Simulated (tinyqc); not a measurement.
Inside a calculation. Model: precursor delivery by bubblers, mass-transport growth and the solid composition of a III-V alloy. Computed by tinyqc, a small Python program that keeps every step. Command: `OMP_NUM_THREADS=1 python tinyqc.py 3007396 3007397 out.jsonl movpe_thermo walk`. One thread of a shared host (Intel(R) Xeon(R) Processor @ 2.30GHz), about 0.01 s of CPU time with the checks. Intermediate numbers are printed to about 5 digits and carried at full precision; extremes and crossings named in words are read from the listed rows.

1 sccm = 44.615 micromol/min; 1 torr = 133.322 Pa. The sources decompose fully at the surface.

Inputs (values chosen for the exercise, modelled on trimethylgallium (source 1) and trimethylindium (source 2) for the vapour pressures):
```
quantity                                                                                                  value        unit
bath temperature T1                                                                                         268           K
bath temperature T2                                                                                         297           K
bubbler pressure p_b                                                                                        400        torr
carrier flow F1                                                                                             2.1        sccm
carrier flow F2                                                                                              34        sccm
total flow F_t                                                                                               11         slm
group-V flow F_V                                                                                             38        sccm
reactor pressure p                                                                                          100        torr
growth temperature T                                                                                        890           K
diffusivity at 273 K and 760 torr                                                                          0.38      cm^2/s
flow cross-section A                                                                                         73        cm^2
distance from the leading edge z                                                                            4.5          cm
lattice constant a                                                                                         5.93    angstrom
interaction L0 of the solid                                                                                10.6      kJ/mol
log10 of p_B,eq over pure BC at 1000 K and 1 torr of group V (exaggerated: liquid indium has about -4.1)   -2.8  log10 torr
enthalpy of that equilibrium H                                                                              296      kJ/mol
```

Alloy: mixing on the group-III sites, with desorption of B.

constants a, b of source 1 (log10 torr, K): 8.051  1703

constants a, b of source 2 (log10 torr, K): 10.53  3014

Constants: k_B = 1.380649e-23 J/K; R = 8.314462618 J/(mol K).

## Bubblers

log10 p_v = a - b/T_bath; molar flow = F x 44.615 x p_v/(p_b - p_v) for a saturated bubbler.

vapour pressure 1 = 49.719 torr

molar flow 1 = 13.299 micromol/min

vapour pressure 2 = 2.4091 torr

molar flow 2 = 9.1913 micromol/min

One kelvin of bath error changes flow 1 by 6.2 % and flow 2 by 7.9 %.

## Partial pressures in the reactor

p_i = p n_i/(44615 F_t), F_t in slm; p_V = p F_V/(1000 F_t), counted per molecule supplied; V/III = 44.615 F_V/(n1 + n2); vapour fraction of source 2 = n2/(n1 + n2).

p_1 = 0.0027098 torr

p_2 = 0.0018728 torr

p_V = 0.34545 torr

V/III ratio = 75.384

vapour fraction of source 2 = 0.40868

## Mass transport

Mean velocity u = (F_t/A)(760/p)(T/273); D = D0 (T/273)^1.75 (760/p); boundary layer delta = sqrt(pi D z/u); flux = D dp/(delta k_B T); growth rate = flux x a^3/4.

velocity u = 62.224 cm/s

D = 22.843 cm^2/s

boundary layer delta = 2.2781 cm

growth rate per torr of group III = 204.18 micrometre/(h torr)

Caution: the boundary layer is a quarter or more of the root of the cross-section, so it fills much of the channel and depletion along the flow matters.

## Solid composition

A sticks fully. B desorbs: its surface pressure is p_B* = x gamma_B K/sqrt(p_V), ln gamma_B = L0 (1 - x)^2/(R T), K = 10^(log10 K at 1000 K) exp[-(H/R)(1/T - 1/1000)], p_V in torr. With equal diffusivities x = (p_2 - p_B*)/(p_1 + p_2 - p_B*). Growth rate = rate per torr x p_1/(1 - x).

K/sqrt(p_V) = 3.3104e-05 torr

solid fraction x = 0.40580

share of B incorporated, 1 - p_B*/p_2 = 0.98811

growth rate = 0.93111 micrometre/h

Desorption is negligible: the solid copies the vapour.

## Incorporation against temperature

A sticks fully. B desorbs: its surface pressure is p_B* = x gamma_B K/sqrt(p_V), ln gamma_B = L0 (1 - x)^2/(R T), K = 10^(log10 K at 1000 K) exp[-(H/R)(1/T - 1/1000)], p_V in torr. With equal diffusivities x = (p_2 - p_B*)/(p_1 + p_2 - p_B*).

At fixed flows:
```
T (K)  K/sqrt(p_V) (torr)        x  share of B incorporated, 1 - p_B*/p_2
852            5.5599e-06  0.40819                                0.99795
893            3.7865e-05  0.40539                                0.98642
930            1.8495e-04  0.39273                                0.93570
958            5.6620e-04  0.35958                                0.81237
990            1.8821e-03  0.24981                                0.48181
1021           5.6080e-03  0.10196                                0.16427
1058           1.8984e-02  0.03033                                0.04526
1111           9.4521e-02  0.00632                                0.00921
```

x equals the vapour fraction 0.409 while gamma_B K/sqrt(p_V) is small against p_1 + p_2 = 0.0046 torr and falls once it is not. Between the last rows the apparent energy R d ln x/d(1/T) is 289 kJ/mol, against H = 296.

Checks made by the program: the sensitivity to the bath against a difference (relative difference below 1e-10).
